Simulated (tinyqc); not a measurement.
From results back to parameters: two-level Kane dispersion of a narrow-gap semiconductor. Four cases, with inputs chosen for the exercise.

Problem. In the two-level Kane model E = Eg/2 + sqrt(Eg^2/4 + (2/3) Ep c k^2), c = hbar^2/2m0, and the momentum mass is m(k) = (3/(2 Ep)) sqrt(Eg^2 + (8/3) Ep c k^2). It is given at the Fermi wave vectors kF = (3 pi^2 n)^(1/3) of two densities (1 cm^-3 = 1e-24 angstrom^-3).

Constants: hbar^2/2m0 = 3.80998211 eV angstrom^2.

Find: kF^2; Ep; edge mass; |Eg|.

Case 1.

Values chosen (out of a larger set: near those of GaSb; not measured data): n12 = (2.4e+15, 5.2e+17) cm^-3 (two densities).

masses at the two densities (m0): 0.04574530  0.05084945

Solution.

kF^2 (1/angstrom^2): 1.7156e-05  0.00061889

Ep = 27.9 eV
edge mass = 0.04559 m0
|Eg| = 0.848 eV

m^2 = m0*^2 + (6 c/Ep) kF^2 is a straight line in kF^2: the slope gives Ep, the intercept the edge mass, and |Eg| = (2/3) Ep m0*. The sign of Eg does not enter. The two-level form takes Dso as infinite, which overstates the mass where Dso is not large against Eg.

Case 2.

Values chosen (out of a larger set: near those of grey Sn; not measured data): n12 = (2.2e+15, 1.2e+18) cm^-3 (two densities).

masses at the two densities (m0): 0.02615061  0.04190391

Solution.

kF^2 (1/angstrom^2): 1.6189e-05  0.0010808

Ep = 22.7 eV
edge mass = 0.02584 m0
|Eg| = 0.391 eV

m^2 = m0*^2 + (6 c/Ep) kF^2 is a straight line in kF^2: the slope gives Ep, the intercept the edge mass, and |Eg| = (2/3) Ep m0*. The sign of Eg does not enter. For Eg < 0 the edge mass does not depend on Dso, which enters only as EF nears it.

Case 3.

Values chosen (out of a larger set: near those of GaSb; not measured data): n12 = (1.3e+16, 5.5e+17) cm^-3 (two densities).

masses at the two densities (m0): 0.04593130  0.05105879

Solution.

kF^2 (1/angstrom^2): 5.2915e-05  0.00064247

Ep = 27.1 eV
edge mass = 0.04544 m0
|Eg| = 0.821 eV

m^2 = m0*^2 + (6 c/Ep) kF^2 is a straight line in kF^2: the slope gives Ep, the intercept the edge mass, and |Eg| = (2/3) Ep m0*. The sign of Eg does not enter. The two-level form takes Dso as infinite, which overstates the mass where Dso is not large against Eg.

Case 4.

Values chosen (out of a larger set: near those of InAs; not measured data): n12 = (1.2e+16, 3.3e+17) cm^-3 (two densities).

masses at the two densities (m0): 0.02830758  0.03487908

Solution.

kF^2 (1/angstrom^2): 5.0165e-05  0.00045704

Ep = 22.4 eV
edge mass = 0.02739 m0
|Eg| = 0.409 eV

m^2 = m0*^2 + (6 c/Ep) kF^2 is a straight line in kF^2: the slope gives Ep, the intercept the edge mass, and |Eg| = (2/3) Ep m0*. The sign of Eg does not enter. The two-level form takes Dso as infinite, which overstates the mass where Dso is not large against Eg.

Computed by tinyqc, one run a case: `OMP_NUM_THREADS=1 python tinyqc.py N N+1 out.jsonl` with N = 1081470, 1081481, 1081509, 1081519; one thread of a shared Intel(R) Xeon(R) Processor @ 2.30GHz, about 0.01 s a run at most.
